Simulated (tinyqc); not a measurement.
Gain for each load and current direction: deformation-potential model of the Delta valleys of a conduction band.

Valleys with axes along x, y and z, each a pair at +k and -k. Herring-Vogt shift of a valley with unit axis a: dE = Xd tr(e) + Xu a.e.a. Non-degenerate shares n_i = exp(-dE_i/kT)/sum_j exp(-dE_j/kT). Inverse mass tensor of a valley: (1 - a a)/mt + a a/ml; the masses are taken as independent of strain.

s11 = (C11 + C12)/((C11 - C12)(C11 + 2 C12)), s12 = -C12/((C11 - C12)(C11 + 2 C12)), s44 = 1/C44; exx = s11 sxx + s12 (syy + szz) and cyclic, exy = s44 sxy/2; tension is positive. A uniaxial stress X along the unit vector n is s_ij = X n_i n_j.

Constants: kB = 8.617333262e-05 eV/K.

Values chosen for the exercise (near those of Si; the results hold for these values, not for the real material):
- ml = 0.896 m0 (longitudinal mass)
- mt = 0.19 m0 (transverse mass)
- Xd = 1.13 eV (dilation potential)
- Xu = 8.98 eV (uniaxial potential)
- C11 = 165.8 GPa
- C12 = 63.3 GPa
- C44 = 79.6 GPa
- X1 = 0.8 GPa (size of the stress)
- T = 300 K (temperature)

Each load has the size X1. Gain m_c(0)/m_c - 1 in per cent from repopulation alone, m_c = 1/(u.M.u), M = sum_i n_i (inverse mass tensor); biaxial means sxx = syy.

Gain (%); + is tension, - compression:
```
load                [100]  [010]  [001]  [110]  [1-10]  [111]
uniaxial [110] (+)   17.4   17.4  -34.9   17.4    17.4    0.0
uniaxial [110] (-)  -11.7  -11.7   23.4  -11.7   -11.7    0.0
uniaxial [100] (+)   32.2  -16.1  -16.1    8.0     8.0    0.0
uniaxial [100] (-)  -58.7   29.4   29.4  -14.7   -14.7    0.0
uniaxial [111] (+)    0.0    0.0    0.0    0.0     0.0    0.0
uniaxial [111] (-)    0.0    0.0    0.0    0.0     0.0    0.0
biaxial (001) (+)    29.4   29.4  -58.7   29.4    29.4    0.0
biaxial (001) (-)   -16.1  -16.1   32.2  -16.1   -16.1    0.0
```

The largest gain is +32.2 %, for uniaxial [100] (+) with the current along [100] and biaxial (001) (-) with the current along [001]; for a [110] channel it is +29.4 %, under biaxial (001) (+). No gain or loss appears under uniaxial [111]: the valleys stay equivalent (in real silicon shear also changes the masses, which this model leaves out).

Program tinyqc; command `OMP_NUM_THREADS=1 python tinyqc.py 1051120 1051121 out.jsonl`; about 0.02 s on one thread of a shared Intel(R) Xeon(R) Processor @ 2.30GHz.
